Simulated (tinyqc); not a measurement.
CIS and TDHF on RHF in the sto-6g basis, for H6, spin multiplicity 1, step by step. One step of it, computed by the program tinyqc.

Question. CIS matrix, triplets. A(ia,jb) = (e_a - e_i) d_ij d_ab - (ij|ab).

orbital energies (hartree): MO1 -0.668599, MO2 -0.564608, MO3 -0.422160, MO4 0.349736, MO5 0.664347, MO6 1.046875

Two-electron integrals over orbitals (pq|rs), unique and non-zero (hartree):
```
(11|11) 0.417778    (21|11) -0.000091   (21|21) 0.128775    (22|11) 0.331665
(22|21) 0.000385    (22|22) 0.389027    (31|11) 0.081594    (31|21) -0.000126
(31|22) -0.051938   (31|31) 0.125341    (32|11) -0.000201   (32|21) -0.121953
(32|22) -0.000288   (32|31) -0.000269   (32|32) 0.141416    (33|11) 0.386402
(33|21) -0.000415   (33|22) 0.347450    (33|31) 0.041765    (33|32) 0.000330
(33|33) 0.387368    (41|11) -0.000008   (41|21) 0.038685    (41|22) -0.000091
(41|31) 0.000109    (41|32) 0.005205    (41|33) 0.000049    (41|41) 0.081220
(42|11) 0.060032    (42|21) -0.000235   (42|22) -0.001357   (42|31) 0.051735
(42|32) 0.000021    (42|33) 0.014273    (42|41) -0.000136   (42|42) 0.073148
(43|11) 0.000240    (43|21) 0.064658    (43|22) 0.000134    (43|31) 0.000250
(43|32) -0.063966   (43|33) -0.000109   (43|41) 0.014942    (43|42) 0.000144
(43|43) 0.079181    (44|11) 0.385887    (44|21) -0.000351   (44|22) 0.347532
(44|31) 0.038264    (44|32) 0.000256    (44|33) 0.376343    (44|41) 0.000009
(44|42) 0.023885    (44|43) -0.000068   (44|44) 0.390929    (51|11) 0.008502
(51|21) 0.000069    (51|22) 0.028654    (51|31) -0.024340   (51|32) 0.000085
(51|33) -0.010684   (51|41) 0.000068    (51|42) 0.037635    (51|43) 0.000092
(51|44) -0.000459   (51|51) 0.048873    (52|11) 0.000140    (52|21) 0.025182
(52|22) -0.000046   (52|31) 0.000182    (52|32) 0.004043    (52|33) 0.000083
(52|41) 0.055596    (52|42) 0.000086    (52|43) -0.037900   (52|44) 0.000071
(52|51) 0.000143    (52|52) 0.087956    (53|11) -0.067753   (53|21) 0.000226
(53|22) -0.003993   (53|31) -0.056129   (53|32) 0.000009    (53|33) -0.028347
(53|41) 0.000130    (53|42) -0.069205   (53|43) -0.000180   (53|44) -0.023819
(53|51) -0.031790   (53|52) -0.000061   (53|53) 0.074449    (54|11) 0.000149
(54|21) 0.122936    (54|22) 0.000274    (54|31) 0.000217    (54|32) -0.134999
(54|33) -0.000358   (54|41) 0.004506    (54|42) -0.000038   (54|43) 0.065456
(54|44) -0.000297   (54|51) -0.000051   (54|52) -0.000955   (54|53) 0.000021
(54|54) 0.145265    (55|11) 0.347113    (55|21) 0.000311    (55|22) 0.392879
(55|31) -0.040854   (55|32) -0.000222   (55|33) 0.359564    (55|41) -0.000063
(55|42) 0.004267    (55|43) 0.000126    (55|44) 0.368263    (55|51) 0.028679
(55|52) -0.000028   (55|53) -0.007687   (55|54) 0.000234    (55|55) 0.417450
(61|11) 0.000048    (61|21) -0.001734   (61|22) 0.000061    (61|31) 0.000011
(61|32) -0.015583   (61|33) -0.000037   (61|41) -0.029295   (61|42) 0.000083
(61|43) -0.049103   (61|44) -0.000022   (61|51) -0.000021   (61|52) 0.031018
(61|53) -0.000058   (61|54) 0.012496    (61|55) 0.000046    (61|61) 0.066517
(62|11) 0.013799    (62|21) 0.000088    (62|22) 0.033420    (62|31) -0.022092
(62|32) 0.000062    (62|33) 0.000174    (62|41) 0.000093    (62|42) 0.034035
(62|43) 0.000110    (62|44) -0.001563   (62|51) 0.044690    (62|52) 0.000154
(62|53) -0.035855   (62|54) -0.000052   (62|55) 0.032588    (62|61) -0.000037
(62|62) 0.047032    (63|11) 0.000011    (63|21) -0.042227   (63|22) 0.000073
(63|31) -0.000107   (63|32) 0.003462    (63|33) -0.000017   (63|41) -0.077456
(63|42) 0.000146    (63|43) -0.017646   (63|44) -0.000021   (63|51) -0.000057
(63|52) -0.055484   (63|53) -0.000154   (63|54) -0.003394   (63|55) 0.000074
(63|61) 0.028963    (63|62) -0.000082   (63|63) 0.083150    (64|11) -0.083644
(64|21) 0.000139    (64|22) 0.044216    (64|31) -0.119818   (64|32) 0.000243
(64|33) -0.043469   (64|41) -0.000093   (64|42) -0.053733   (64|43) -0.000246
(64|44) -0.043237   (64|51) 0.021112    (64|52) -0.000177   (64|53) 0.056802
(64|54) -0.000213   (64|55) 0.044220    (64|61) -0.000013   (64|62) 0.021162
(64|63) 0.000102    (64|64) 0.129367    (65|11) -0.000070   (65|21) 0.131159
(65|22) 0.000359    (65|31) -0.000073   (65|32) -0.126007   (65|33) -0.000424
(65|41) 0.039671    (65|42) -0.000225   (65|43) 0.068402    (65|44) -0.000367
(65|51) 0.000059    (65|52) 0.026145    (65|53) 0.000217    (65|54) 0.132427
(65|55) 0.000312    (65|61) -0.002741   (65|62) 0.000082    (65|63) -0.046604
(65|64) 0.000098    (65|65) 0.147446    (66|11) 0.446179    (66|21) -0.000124
(66|22) 0.354280    (66|31) 0.088699    (66|32) -0.000193   (66|33) 0.415591
(66|41) -0.000013   (66|42) 0.066753    (66|43) 0.000256    (66|44) 0.421908
(66|51) 0.009821    (66|52) 0.000153    (66|53) -0.076694   (66|54) 0.000145
(66|55) 0.380896    (66|61) 0.000052    (66|62) 0.016234    (66|63) 0.000019
(66|64) -0.097504   (66|65) -0.000111   (66|66) 0.503642
```

Give: CIS matrix A, triplet.

Answer.

CIS matrix A, triplet (hartree), lower triangle:
```
        1>4     1>5     1>6     2>4    2>5    2>6    3>4    3>5
1>4   0.632
1>5   0.000   0.986
1>6   0.084   0.000   1.269
2>4   0.000  -0.123   0.000   0.567
2>5  -0.123   0.000  -0.131   0.000  0.836
2>6   0.000  -0.131   0.000  -0.044  0.000  1.257
3>4  -0.038   0.000   0.120   0.000  0.135  0.000  0.396
3>5   0.000   0.041   0.000   0.135  0.000  0.126  0.000  0.727
3>6   0.120   0.000  -0.089   0.000  0.126  0.000  0.043  0.000

       3>6
3>6  1.053
```
